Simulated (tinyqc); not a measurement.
From results back to parameters: exchange-split free-electron bands and tunnelling magnetoresistance. Two cases, with inputs chosen for the exercise.

Problem. The electron density n_up + n_dn and the polarisation of the density of states, P = (k_up - k_dn)/(k_up + k_dn), are given; EF and Dx are hidden.

Majority and minority bands E = c k^2/m -/+ Dx/2, c = hbar^2/2m0, so k_up = sqrt(m (EF + Dx/2)/c), k_dn = sqrt(m (EF - Dx/2)/c); n_s = k_s^3/(6 pi^2), D_s = m k_s/(4 pi^2 c).

Constants: hbar^2/2m0 = 3.80998211 eV angstrom^2.

Find: k_up, k_dn; EF; Dx.

Method. k_dn/k_up = (1 - P)/(1 + P); n then fixes k_up; EF is the mean and Dx the difference of the two kinetic energies.

Case 1.

Values chosen: m = 0.98 m0 (mass in the electrodes).
n = 0.0600935 1/angstrom^3
P = 0.355352

Solution.

k_up, k_dn (1/angstrom): 1.4756  0.7018

EF = 5.19 eV
Dx = 6.55 eV

Case 2.

Values chosen: m = 0.93 m0 (mass in the electrodes).
n = 0.0615391 1/angstrom^3
P = 0.331357

Solution.

k_up, k_dn (1/angstrom): 1.4789  0.7427

EF = 5.61 eV
Dx = 6.70 eV

Computed by tinyqc, one run a case: `OMP_NUM_THREADS=1 python tinyqc.py N N+1 out.jsonl` with N = 1650288, 1650293; one thread of a shared Intel(R) Xeon(R) Processor @ 2.30GHz, about 0.01 s a run at most.
